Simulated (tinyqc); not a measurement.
Floating body of a partially depleted SOI transistor: body voltage and kink: two steps of the calculation.

Source at 0 V. Channel current Ic = 2 nf K Vt^2 [F(0) - F(Vd)](1 + la Vd), F(V) = ln^2(1 + exp((Vg - VT - nf V)/(2 nf Vt))), VT = VT0 - gb Vb. Saturation voltage Vs = 2 Vt sqrt(F(0)) + 3 Vt, excess Ve = (Vd - Vs + sqrt((Vd - Vs)^2 + 0.0004 V^2))/2, multiplication M1 = Ai Ve exp(-Bl/Ve). Each junction passes D(v) = J1 (exp(v/Vt) - 1) + J2 (exp(v/(2 Vt)) - 1). Bipolar current Ib = bb J1 (exp(Vb/Vt) - 1). The body settles where M1 (Ic + Ib) = D(Vb) + D(Vb - Vd) + Vb/Rb; drain current Id = (1 + M1)(Ic + Ib) - D(Vb - Vd).

Inputs (values chosen for the exercise); values of the order met in partially depleted silicon-on-insulator transistors:
```
symbol,value,unit,meaning
T,330,K,temperature
VT0,0.43,V,threshold at zero body voltage
gb,0.19,,fall of the threshold per volt of body voltage
nf,1.24,,slope factor
K,120,uA/(V^2 um),gain factor per width
la,0.05,1/V,channel-length modulation factor
Ai,3.55,1/V,impact-ionisation prefactor
Bl,8.5,V,impact-ionisation voltage
J1,3.8e-12,uA/um,diffusion saturation current of each junction
J2,7.9e-9,uA/um,recombination saturation current of each junction
bb,0,,gain of the lateral bipolar transistor on the diffusion current
Rb,1e9,kohm um,"resistance of a weak body tie to the source (1e9 stands for no tie, and the term is then dropped)"
Vg,0.49,V,gate voltage
Vd,2,V,drain voltage
```

Constants: q = 1.602176634e-19 C, kB = 1.380649e-23 J/K, Vt = kB T/q. Results are converted to the units shown.

Problem 1. New Vb. Current into the body I_in = M1 (Ic + Ib) - D(Vb - Vd), current out I_out = D(Vb) + Vb/Rb; f = ln(I_in/I_out), s = df/dVb by central differences over 1e-5 V, Vb(new) = Vb - f/s.

Vb at the start = 0.6 V

Wanted: Ic; Ve; M1; I_in; I_out; f; s; Vb after iteration 1.

Solution 1.

Ic = 1.7196 uA/um
Ve = 1.7698 V
M1 = 0.051560
I_in = 0.088660 uA/um
I_out = 0.0058352 uA/um
f = 2.7209
s = -32.771 1/V
Vb after iteration 1 = 0.68303 V

Problem 2. Drain current with floating and with grounded body. Id and VT at the converged Vb, Id at Vb = 0, their ratio, and the bipolar share Ib/(Ic + Ib).

converged Vb = 0.68182236 V

Find: VT; Id, floating; Id, grounded; ratio; bipolar share.

Solution 2.

VT = 0.30045 V
Id, floating = 2.1067 uA/um
Id, grounded = 0.41056 uA/um
ratio = 5.1312
bipolar share = 0.0000 %

The body rises to 0.682 V and lowers the threshold by 130 mV.

Range of the model: The multiplication law is an empirical form chosen for the exercise; self-heating and capacitive coupling to the body are left out, and the linear laws are rough once Vb passes about 0.7 V or M1 about 0.1.

Computed by the program tinyqc: `OMP_NUM_THREADS=1 python tinyqc.py 2182134 2182135 out.jsonl`, one thread of a shared Intel Xeon 2.30GHz, about 0.2 s for the whole run.
